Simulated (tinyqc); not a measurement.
What each value does: bond unit of a tetrahedral oxide and its oxygen vacancy in tight binding.

Two sp3 hybrids h1, h2 at eh = (es + 3 ep)/4 point at one oxygen with orbitals s, px, py, pz; x joins the two cations, z bisects the angle phi, and th = (180 - phi)/2. With u = hbar^2/(m d^2) = 2c/d^2, c = hbar^2/2m0: Vhs = -(1.32 + sqrt3 x 1.42) u/2 and Vhp = (1.42 + sqrt3 x 2.22) u/2. <h|s> = Vhs for both; <h1|px> = Vhp cos(th), <h2|px> = -Vhp cos(th); <h|pz> = Vhp sin(th) for both; py is a lone pair. The unit holds 8 electrons. Coupling between units, which widens the levels into bands, is left out.

Constants: hbar^2/2m0 = 3.80998211 eV angstrom^2.

Values chosen for the exercise (near tabulated values for SiO2; not measured data):
```
symbol  value   unit      meaning
es      -14.85  eV        s level of the cation
ep      -7.44   eV        p level of the cation
eos     -34.07  eV        s level of oxygen
eop     -17.09  eV        p level of oxygen
d       1.61    angstrom  cation-oxygen distance
phi     150     degrees   bond angle at oxygen
R       3.04    angstrom  cation-cation distance across the vacancy
```

Spacing from the highest filled to the lowest empty level, excess electrons on oxygen (their number less 6), and the vacancy bond level eh - V2 - eop, V2 = 3.22 x 2c/R^2.

One parameter was then changed.

Results before and after:
```
case,spacing (eV),excess on O,vacancy level (eV)
base,10.7672,1.0861,5.1425
changed,10.2986,1.0569,4.6425
```

Which of these changes was made? (a) phi = 142 degrees; (b) es = -14.35 eV; (c) eos = -32.07 eV; (d) R = 3.19 angstrom; (e) eop = -16.59 eV; (f) d = 1.65 angstrom; (g) ep = -6.94 eV.

Answer: (e) eop = -16.59 eV. Of the candidates, run in turn, only this one gives the changed row.

All candidates:
```
case,spacing (eV),excess on O,vacancy level (eV)
base,10.7672,1.0861,5.1425
es = -14.35 eV,10.8760,1.0940,5.2675
ep = -6.94 eV,11.0943,1.1095,5.5175
eos = -32.07 eV,10.9160,1.0711,5.1425
eop = -16.59 eV,10.2986,1.0569,4.6425
d = 1.65 angstrom,10.5231,1.1161,5.1425
phi = 142 degrees,11.1334,1.0467,5.1425
R = 3.19 angstrom,10.7672,1.0861,5.3863
```

Computed by tinyqc, a small Python program: `OMP_NUM_THREADS=1 python tinyqc.py 1451293 1451294 out.jsonl` (the numbers bound the seed that draws the inputs); one thread of a shared host (Intel(R) Xeon(R) Processor @ 2.30GHz), about 0.01 s for the whole set of steps.
